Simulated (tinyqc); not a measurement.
Worked calculation: domain walls in a thin film with perpendicular anisotropy: Bloch, Neel and chiral walls, motion and stripe domains. Computed by tinyqc, a small Python program that keeps every step. Command: `OMP_NUM_THREADS=1 python tinyqc.py 3031865 3031866 out.jsonl mwall walk`. One thread of a shared host (Intel(R) Xeon(R) Processor @ 2.30GHz), about 0.01 s of CPU time with the checks. Intermediate numbers are printed to about 6 digits and carried at full precision; extremes and crossings named in words are read from the listed rows.

One-dimensional wall: polar angle theta(x), azimuth phi of the moment in the wall (phi = 0 Neel, 90 degrees Bloch). mu_0 = 1.25663706212e-6 T m/A, gamma = 1.76085963023e11 rad/(s T).

Inputs (values chosen for the exercise, for a model film):
```
quantity,value,unit
saturation magnetisation M_s,955,kA/m
exchange stiffness A,15,pJ/m
uniaxial anisotropy K_u,1440,kJ/m^3
DMI constant D,0.13,mJ/m^2
thickness t,1.8,nm
damping alpha,0.037,-
current density J,0.6,1e12 A/m^2
spin Hall angle theta_SH,0.3,-
```

Drive: spin-orbit torque.

Constants: hbar = 1.054571817e-34 J s; e = 1.602176634e-19 C.

## Width and energy of the Bloch wall

K_eff = K_u - mu_0 M_s^2/2; Delta = sqrt(A/K_eff); sigma_0 = 4 sqrt(A K_eff); profile theta = 2 arctan exp(x/Delta); quality factor Q = 2 K_u/(mu_0 M_s^2).

K_eff = 866.958 kJ/m^3

width parameter Delta = 4.15955 nm

sigma_0 = 14.4246 mJ/m^2

quality factor Q = 2.51290

## Bloch or Neel

sigma(phi) = sigma_0 + 2 Delta K_D cos^2(phi) - pi D cos(phi), with the wall shape anisotropy K_D = N_x mu_0 M_s^2/2, N_x = t ln 2/(pi Delta). The minimum has cos(phi) = D/D_N for D < D_N = 4 Delta K_D/pi and phi = 0 beyond; sigma turns negative at D_c = (sigma_0 + 2 Delta K_D)/pi.

K_D = 54.7127 kJ/m^3

D_N = 0.289764 mJ/m^2

azimuth phi = 63.3435 degrees

wall energy sigma = 14.3330 mJ/m^2

D_c = 4.73638 mJ/m^2

A mixed wall, between Bloch and Neel. D is 0.03 of D_c.

## Velocity under current

Spin-orbit drive: B_SL = hbar theta_SH J/(2 e M_s t) acts as the field (pi/2) B_SL cos(phi). Steady state: v = (gamma Delta/alpha)(pi/2) B_SL cos(phi) = gamma Delta [B_D sin(phi) - (B_K/2) sin(2 phi)], B_K = 2 K_D/M_s, B_D = pi D/(2 M_s Delta); the root with phi between its rest value and 90 degrees; v saturates at v_D = gamma Delta B_D.

B_SL = 34.4614 mT

azimuth in motion = 88.1336 degrees

velocity = 34.8999 m/s

saturation velocity v_D = 37.6517 m/s

v is 93 % of v_D: the wall has turned towards Bloch, where the torque loses its grip. Caution: pinning, heating and tilting of the wall are left out.

## Velocity against current

The formulas are those given above.

Steady motion:
```
J (1e12 A/m^2),B_SL (mT),phi (degrees),v (m/s),v at fixed rest phi (m/s)
0.02,1.149,71.9463,11.0697,16.03
0.05,2.872,77.6010,19.1738,40.06
0.10,5.744,81.8117,25.4367,80.13
0.20,11.487,85.1179,30.3987,160.25
0.50,28.718,87.7927,34.3938,400.63
1.00,57.436,88.8464,35.9549,801.25
2.00,114.871,89.4099,36.7855,1602.50
5.00,287.178,89.7607,37.3008,4006.26
```

The linear law holds to 5 % in 0 of the eight rows; in the last row v is 99.1 % of v_D = pi gamma D/(2 M_s), which depends on neither alpha nor theta_SH.

## Stripe domains

Dipolar length l = sigma/(mu_0 M_s^2); for t much smaller than the period the domain width is w = 0.955 t exp(pi l/t) (Kaplan and Gehring), given as log10 of w in nm.

dipolar length l = 12.5061 nm

log10 of the domain width in nm = 9.71471

Domains would exceed a millimetre: any device is a single domain in equilibrium.

## Raising D

The formulas are those given above.

Wall against D; the last column is the Kaplan-Gehring width, log10[0.955 t exp(pi sigma/(mu_0 M_s^2 t))/nm], with a dash where it falls below 10 Delta and the formula fails:
```
D (mJ/m^2),phi (degrees),sigma (mJ/m^2),sigma/sigma_0,log10 domain width
0.058,78.4535,14.4064,0.998736,9.76324
0.140,61.1086,14.3184,0.992634,9.70503
0.230,37.4628,14.1379,0.980120,9.58564
0.950,0.0000,11.8953,0.824650,8.10246
1.900,0.0000,8.9108,0.617746,6.12859
2.800,0.0000,6.0833,0.421732,4.25861
3.800,0.0000,2.9417,0.203938,2.18085
4.300,0.0000,1.3709,0.095042,-
```

D_N is 6 % of D_c, so a small D fixes the chirality long before it lowers the energy much. Beyond D_N sigma falls by pi per unit of D, and the domain width, which has sigma in an exponent, drops by 7.6 decades over the valid rows (values above 6 mean a single domain in any device).

Checks made by the program: sigma_0 against the integral over the profile (relative difference below 1e-10).
